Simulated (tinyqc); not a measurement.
# p-n diode, drift-diffusion by the Gummel loop with Scharfetter-Gummel fluxes: what changes with what

Abrupt junction at x = 0, p side from -Lp, n side to Ln, ohmic contacts. psi is counted from the intrinsic level; n = ni exp((psi - phin)/Vt), p = ni exp((phip - psi)/Vt). Contacts: p side psi = V - Vt ln(Na/ni), p = Na, n = ni^2/Na; n side psi = Vt ln(Nd/ni), n = Nd, p = ni^2/Nd. Constant mobilities, D = mu Vt, Boltzmann statistics, SRH recombination through a mid-gap level, U = (n p - ni^2)/(tp (n + ni) + tn (p + ni)). Current is positive from the p contact to the n contact.

Parameters, values chosen for the exercise; band and dielectric values close to those of gallium arsenide:
- T = 275 K (temperature)
- Eg = 1.42 eV (band gap)
- eps_r = 12.7 (relative permittivity)
- Nc = 3.83e17 cm^-3 (conduction-band density of states at T)
- Nv = 7.78e18 cm^-3 (valence-band density of states at T)
- Na = 7.2e15 cm^-3 (acceptor density of the p side)
- Nd = 9.3e15 cm^-3 (donor density of the n side)
- mun = 6100 cm^2/(V s) (electron mobility)
- mup = 400 cm^2/(V s) (hole mobility)
- tn = 4e-7 s (SRH lifetime of electrons)
- tp = 1e-9 s (SRH lifetime of holes)
- Lp = 1.2 um (length of the p side)
- Ln = 0.94 um (length of the n side)
- G = 0 cm^-3 s^-1 (uniform generation rate)

Constants: q = 1.602176634e-19 C, kB = 1.380649e-23 J/K, Vt = kB T/q, eps0 = 8.8541878128e-14 F/cm where lengths are in cm. Results are converted to the units shown.

Each table varies one quantity; the others keep the values above.

## Current against voltage in the dark

ni = sqrt(Nc Nv) exp(-Eg/(2 Vt)), Eg in volts. Poisson and both continuity equations are solved self-consistently with Scharfetter-Gummel fluxes on a graded mesh of 500 nodes. J_scr is q times the integral of U between -xp and xn. Ideal diffusion current J_id = q ni^2 [Dn coth(wp/Le)/(Le Na) + Dp coth(wn/Lh)/(Lh Nd)] (exp(V/Vt) - 1), Le = sqrt(Dn tn), Lh = sqrt(Dp tp), wp = Lp - xp, wn = Ln - xn, with xp and xn from the depletion approximation (W = sqrt(2 eps0 eps_r (Vbi - V)(1/Na + 1/Nd)/q), xp = W Nd/(Na + Nd), xn = W Na/(Na + Nd), Vbi = Vt ln(Na Nd/ni^2)). Ideality factor = 0.004 V/(Vt ln[J(V + 0.004 V)/J(V)]). Here G = 0.

In this table G = 0 cm^-3 s^-1.

Current against voltage in the dark:

| V (V) | J (A/cm^2) | ideality factor | J_scr/J (%) | J_id (A/cm^2) | share recombining at the contacts (%) | larger minority/doping at -xp and xn |
|---|---|---|---|---|---|---|
| 0.23 | 1.98e-10 | 1.86 | 100 | 1.82e-14 | 0.00896 | 1.44e-17 |
| 0.34 | 2.28e-9 | 1.92 | 99.9 | 1.85e-12 | 0.0791 | 1.49e-15 |
| 0.44 | 2.07e-8 | 1.90 | 99.4 | 1.23e-10 | 0.581 | 1.01e-13 |
| 0.54 | 1.96e-7 | 1.82 | 95.9 | 8.21e-9 | 4.07 | 6.79e-12 |
| 0.64 | 2.32e-6 | 1.54 | 76.7 | 5.46e-7 | 22.9 | 4.58e-10 |
| 0.75 | 7.69e-5 | 1.15 | 29.2 | 5.51e-5 | 69.5 | 4.69e-8 |
| 0.85 | 0.00385 | 1.03 | 6.53 | 0.00365 | 91.6 | 3.13e-6 |
| 0.95 | 0.240 | 1.02 | 1.23 | 0.241 | 96.7 | 2.06e-4 |
| 1.06 | 22.6 | 1.04 | 0.0584 | 24.0 | 99.2 | 0.0190 |

What does the table show?

J rises from 1.98e-10 to 22.6 A/cm^2; the ideality factor moves up and down between 1.02 and 1.92. Recombination in the depleted layer carries over half of the current up to V = 0.64 V, where the factor is 1.54; it grows roughly as exp(V/2 Vt), so diffusion overtakes it. Where the factor is lowest (V = 0.95 V), J is 0.50 % below the ideal diffusion current.

## Effect of the length of the n side at fixed bias

Same model as above.

In this table V = 0.6 V.

Results:

| Ln (um) | J (A/cm^2) | ideality factor | J_scr/J (%) | J_id (A/cm^2) | share recombining at the contacts (%) | larger minority/doping at -xp and xn |
|---|---|---|---|---|---|---|
| 0.94 | 8.21e-7 | 1.69 | 87.7 | 1.02e-7 | 12.1 | 8.50e-11 |
| 1.5 | 8.19e-7 | 1.69 | 87.9 | 1.00e-7 | 11.7 | 8.50e-11 |
| 2.6 | 8.18e-7 | 1.69 | 88.0 | 9.94e-8 | 11.5 | 8.50e-11 |
| 4.2 | 8.18e-7 | 1.69 | 88.0 | 9.93e-8 | 11.5 | 8.50e-11 |
| 11 | 8.18e-7 | 1.69 | 88.0 | 9.93e-8 | 11.4 | 8.50e-11 |
| 19 | 8.18e-7 | 1.69 | 88.0 | 9.93e-8 | 11.4 | 8.50e-11 |

Estimate the missing row, Ln = 6.9 um.

Computed row:

| Ln (um) | J (A/cm^2) | ideality factor | J_scr/J (%) | J_id (A/cm^2) | share recombining at the contacts (%) | larger minority/doping at -xp and xn |
|---|---|---|---|---|---|---|
| 6.9 | 8.18e-7 | 1.69 | 88.0 | 9.93e-8 | 11.4 | 8.50e-11 |

With this row back in the table: As Ln rises from 0.94 to 19, J stays near 8.19e-7 A/cm^2, the share of the depleted layer stays near 87.9 % and the share lost at the contacts falls from 12.1 to 11.4 %. The exponent d ln J/d ln Ln is 0.00 between the first two rows and 0.00 between the last two. J less J_scr is 1.0 % below J_id in the last row.

Computed by the program tinyqc: `OMP_NUM_THREADS=1 python tinyqc.py 2240049 2240050 out.jsonl`, one thread of a shared Intel Xeon 2.30GHz, about 0.1 s for the whole run.
